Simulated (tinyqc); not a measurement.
Hubbard ring of 6 sites, step by step. One step of it, computed by the program tinyqc.

Question. Mean-field iteration 2. H(up) = T + U n(down), H(down) = T + U n(up); fill the lowest levels; n(new) = n + mixing (n(out) - n); E = tr T (rho up + rho down) + U sum n_up n_down of the output.

one-body matrix (hopping and site energies) (eV):
```
           1          2          3          4          5          6
1  -0.040000  -0.730000   0.000000   0.000000   0.000000  -0.730000
2  -0.730000  -0.060000  -0.730000   0.000000   0.000000   0.000000
3   0.000000  -0.730000   0.130000  -0.730000   0.000000   0.000000
4   0.000000   0.000000  -0.730000  -0.830000  -0.730000   0.000000
5   0.000000   0.000000   0.000000  -0.730000  -0.660000  -0.730000
6  -0.730000   0.000000   0.000000   0.000000  -0.730000   0.600000
```

U = 3.600000 eV

electrons, up and down: 2  1

mixing = 0.200000

n(up) after iteration 1: 1 0.342062, 2 0.358262, 3 0.299784, 4 0.369691, 5 0.348650, 6 0.279950

n(down) after iteration 1: 1 0.140131, 2 0.142668, 3 0.155414, 4 0.222191, 5 0.197411, 6 0.143785

Give: levels, up; levels, down; energy; n(up) after iteration 2; n(down) after iteration 2.

Answer.

levels, up (eV): -1.116  -0.438  -0.123  0.958  1.439  2.026

levels, down (eV): -0.559  0.252  0.429  1.580  2.003  2.629

energy = -3.198 eV

n(up) after iteration 2: 1 0.352, 2 0.378, 3 0.272, 4 0.393, 5 0.364, 6 0.239

n(down) after iteration 2: 1 0.120, 2 0.124, 3 0.149, 4 0.258, 5 0.221, 6 0.128
